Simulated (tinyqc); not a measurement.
What moves the results: standing waves and exposure in a photoresist film. A value that a table varies takes the place of the one given here.

Normal incidence from air. Unexposed resist: N1 = n1 + i k1 with k1 = (A + B) lam/(4 pi), lam in micrometres. r01 = (1 - N1)/(1 + N1), t01 = 2/(1 + N1). Substrate Ns = ns + i ks: r12 = (N1 - Ns)/(N1 + Ns). With p = exp(2 pi i N1 d/lam), the field at depth z is E(z) = t01 [exp(2 pi i N1 z/lam) + r12 p^2 exp(-2 pi i N1 z/lam)]/(1 + r01 r12 p^2), the relative intensity I(z) = n1 |E(z)|^2 and the reflectance R = |(r01 + r12 p^2)/(1 + r01 r12 p^2)|^2.

Values chosen for the exercise (a resist on Al, indices near tabulated ones; shifted at random, so the results belong to these values and not to a real crystal): lam = 365 nm (vacuum wavelength); n1 = 1.693 (resist index); A = 0.58 1/micrometre (bleachable absorption (Dill A)); B = 0.1 1/micrometre (fixed absorption (Dill B)); d = 1032 nm (resist thickness); ns = 0.407 (substrate n); ks = 4.477 (substrate k).

## Swing of the coupled dose with resist thickness

The mean of I is taken over 800 depths; the relative dose to clear is taken as 1/(mean of I over the lowest period, 60 depths), scaled to 1 in the first row.

Swing:

| d (nm) | R | mean I | relative dose |
|---|---|---|---|
| 1032.0 | 0.1998 | 1.0607 | 1.000 |
| 1050.0 | 0.3580 | 0.8375 | 1.268 |
| 1067.9 | 0.4038 | 0.7651 | 1.373 |
| 1085.9 | 0.3264 | 0.8505 | 1.225 |
| 1103.9 | 0.1446 | 1.0641 | 0.985 |
| 1121.8 | 0.0420 | 1.1751 | 0.906 |
| 1139.8 | 0.1748 | 0.9980 | 1.081 |
| 1157.8 | 0.3284 | 0.8005 | 1.349 |
| 1175.7 | 0.3736 | 0.7355 | 1.456 |
| 1193.7 | 0.2977 | 0.8126 | 1.309 |
| 1211.7 | 0.1238 | 1.0001 | 1.070 |
| 1229.6 | 0.0287 | 1.0944 | 0.992 |
| 1247.6 | 0.1538 | 0.9411 | 1.168 |

The period is 107.8 nm, six rows. The relative dose swings between 0.906 and 1.456, a ratio (max - min)/mean of 0.471, against the estimate 4 sqrt(|r01|^2 |r12|^2) exp(-(A + B) d) = 0.477 for the oscillating part alone; the ratio from the table also holds the slow rise from absorption, 16.8 % over two periods, so the two are not strictly comparable. The dose is least sensitive to thickness at an extremum; the lowest dose listed is at 1121.8 nm.

## What moves the exposure

The mean of I is over 800 depths. Each row changes one parameter from the base and keeps the others.

Results:

| case | \|r12\|^2 | R | mean I | I at the bottom |
|---|---|---|---|---|
| base | 0.8737 | 0.1998 | 1.0607 | 0.2322 |
| d = 1042 nm | 0.8737 | 0.2992 | 0.9208 | 0.2011 |
| n1 = 1.71 | 0.8730 | 0.3089 | 0.9157 | 0.2038 |
| B = 0.3 1/micrometre | 0.8698 | 0.1372 | 0.9008 | 0.1860 |
| ks = 4.029 | 0.8522 | 0.2085 | 1.0354 | 0.2701 |
| ns = 0.448 | 0.8634 | 0.1974 | 1.0567 | 0.2305 |

The largest shifts from the base row, up to three for each result and ties (the steps differ in size, so this ranks the rows, not the parameters). |r12|^2: ks -0.0215, ns -0.0103, B -0.0039; unchanged at the printed digits by d. R: n1 +0.1090, d +0.0993, B -0.0626. mean I: B -0.1599, n1 -0.1450, d -0.1398. I at the bottom: B -0.0462, ks +0.0379, d -0.0311.

Run: tinyqc, `OMP_NUM_THREADS=1 python tinyqc.py 1650239 1650240 out.jsonl`; Intel(R) Xeon(R) Processor @ 2.30GHz, one thread, shared host; about 0.01 s of CPU time with all checks.
